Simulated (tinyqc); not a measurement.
Binding against carrier density: donor level screened by free carriers (Yukawa potential).

Screening wave number: Debye ks^2 = 4 pi q n/(eps kB T); Thomas-Fermi ks^2 = 6 pi q n/(eps EF) with EF = c (3 pi^2 n/gv)^(2/3)/m, c = hbar^2/2m0; the two are joined by 1/ks^2 = sqrt(1/ks_D^4 + 1/ks_TF^4). 1e18/cm^3 = 1e-6/angstrom^3, q = e^2/(4 pi eps0).

Potential -(q/(eps r)) exp(-ks r), q = e^2/(4 pi eps0). In units Ry* = Ry m/eps^2 and a* = a0 eps/m the problem is [-Laplacian - 2 exp(-x r)/r] psi = E psi with x = ks a*.

Converged values use 18 functions exp(-z r), z = 1.55^i, i = -11 to 6: S = 2/A^3, H = z_i z_j S - 2/(A + x)^2, A = z_i + z_j.

Constants: e^2/(4 pi eps0) = 14.39964547 eV angstrom; kB = 8.617333262e-05 eV/K; hbar^2/2m0 = 3.80998211 eV angstrom^2.

Values chosen for the exercise (near those of a donor in GaN, with one mean mass; not measured data): m = 0.203 m0 (mass); eps = 9.5 (dielectric constant); gv = 1 (valleys); T = 300 K (temperature); nl = (0.0028, 0.0094, 0.028, 0.094, 0.28, 0.94, 2.8) x 1e18/cm^3 (densities).

Ry* = 30.6034 meV
a* = 24.764 angstrom

x from the joined ks; converged 1s binding (dash: x above 1.17, at or past the limit 1.19 where the state unbinds).

Results:
```
n (1e18/cm^3)  EF/kB T  1/ks (angstrom)      x  binding (meV)  n^(1/3) a*
0.0028            0.01            696.2  0.036          28.48       0.035
0.0094            0.03            380.0  0.065          26.80       0.052
0.028             0.06            220.3  0.112          24.26       0.075
0.094             0.14            120.4  0.206          19.75       0.113
0.28              0.30             70.3  0.352          13.80       0.162
0.94              0.67             39.8  0.623           5.97       0.243
2.8               1.38             25.7  0.965           0.89       0.349
```

The binding falls from 28.5 to 0.9 meV (bare value 30.6); it passes half the bare value between 0.094 and 0.28 x 1e18/cm^3. The level is still bound in the last row. x grows with exponent 0.50 in n at the start and 0.40 at the end (1/2 for Debye, 1/6 for Thomas-Fermi screening). The level survives to n^(1/3) a* = 0.35, past the 0.26 of the Mott rule, which corresponds to x = 1 for one valley with degenerate screening; here the level lasts until x = 1.19, the screening is at most the degenerate value, and overlap of donors is left out.

tinyqc: `OMP_NUM_THREADS=1 python tinyqc.py 1282707 1282708 out.jsonl`; about 0.01 s, one thread, shared Intel(R) Xeon(R) Processor @ 2.30GHz.
